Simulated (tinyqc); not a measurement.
What sets the screening length: static screening by free carriers.

kF = (3 pi^2 n/Mv)^(1/3), EF = c kF^2/m with c = hbar^2/2m0, n in 1/angstrom^3 (1e-24 per 1/cm^3), e2 = e^2/(4 pi eps0). Thomas-Fermi: qTF^2 = 6 pi e2 n/(eps EF). Debye: qD^2 = 4 pi e2 n/(eps kB T).

F_j(eta) = (1/Gamma(j + 1)) integral_0^infinity x^j dx/(1 + exp(x - eta)), which tends to exp(eta) for eta << 0.

At finite T: qs^2 = qD^2 F_-1/2(eta)/F_1/2(eta), where n = Mv N F_1/2(eta) and N = 2 (m kB T/(4 pi c))^(3/2) with c = hbar^2/2m0, in 1/angstrom^3; times 1e24 for 1/cm^3.

Constants: hbar^2/2m0 = 3.80998211 eV angstrom^2; e^2/(4 pi eps0) = 14.39964547 eV angstrom; kB = 8.617333262e-05 eV/K.

Values chosen for the exercise (near those of Ge; shifted at random, so the results belong to these values and not to a real crystal):
- n = 8.8e+18 1/cm^3 (carrier density)
- m = 0.2211 m0 (mass of one isotropic valley)
- Mv = 4 (valleys)
- eps = 16.1 (background dielectric constant)
- T = 77 K

All results formed anew. Each row changes one parameter from the base and keeps the others.

Results:

| case | Debye (angstrom) | Thomas-Fermi (angstrom) | finite T (angstrom) |
|---|---|---|---|
| base | 8.191 | 13.71 | 14.12 |
| n = 1.76e+19 1/cm^3 | 5.792 | 12.22 | 12.34 |
| m = 0.2874 m0 | 8.191 | 12.03 | 12.66 |
| eps = 19.32 | 8.972 | 15.02 | 15.47 |
| T = 137 K | 10.93 | 13.71 | 15.06 |
| Mv = 5 | 8.191 | 12.73 | 13.26 |

The largest shifts from the base row, up to three for each result and ties (the steps differ in size, so this ranks the rows, not the parameters). Debye (angstrom): T +2.73, n -2.40, eps +0.782; unchanged at the printed digits by m and Mv. Thomas-Fermi (angstrom): m -1.69, n -1.50, eps +1.31; unchanged at the printed digits by T. finite T (angstrom): n -1.78, m -1.46, eps +1.35.

Program tinyqc; command `OMP_NUM_THREADS=1 python tinyqc.py 1650753 1650754 out.jsonl`; about 0.01 s on one thread of a shared Intel(R) Xeon(R) Processor @ 2.30GHz.
